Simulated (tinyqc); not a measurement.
Undoped gate-all-around wire MOSFET, analytic charge model: one step of the calculation.

An undoped round wire of radius R under an insulator shell and a surrounding gate; long channel, electrons only, n = ni exp((psi - V)/Vt) with V the quasi-Fermi potential (0 at the source, Vd at the drain), constant mobility, no quantisation. The radial Poisson equation gives n(r) = n(0)/(1 - (1 - b) r^2/R^2)^2 with b = Q0/(Q + Q0). Q is the electron charge per area of the wire surface.

Problem. Constants of the wire. ni = sqrt(Nc Nv) exp(-Eg/(2 Vt)), Eg in volts; Cox = eps0 eox/(R ln(1 + tox/R)); Q0 = 4 eps0 eps_r Vt/R; V0 = dphi + Vt ln[8 eps0 eps_r Vt/(q ni R^2)].

Inputs (values chosen for the exercise); material values close to those of In0.53Ga0.47As: temperature T = 300 K; band gap Eg = 0.731 eV; relative permittivity of the semiconductor eps_r = 13.9; conduction-band density of states at T Nc = 2.11e17 cm^-3; valence-band density of states at T Nv = 7.75e18 cm^-3; relative permittivity of the gate insulator eox = 3.83; insulator thickness tox = 1.4 nm; wire radius R = 3 nm; gate work function less that of the intrinsic body dphi = -0.02 V.

Constants: q = 1.602176634e-19 C, kB = 1.380649e-23 J/K, Vt = kB T/q, eps0 = 8.8541878128e-14 F/cm where lengths are in cm. Results are converted to the units shown.

Find: ni; Cox; Q0; V0.

Solution.

ni = 9.2611e11 cm^-3
Cox = 2.9515 uF/cm^2
Q0 = 424.23 nC/cm^2
V0 = 0.41336 V

Numbers from tinyqc (`OMP_NUM_THREADS=1 python tinyqc.py 2460090 2460091 out.jsonl`; about 0.02 s on one thread of a shared Intel Xeon 2.30GHz).
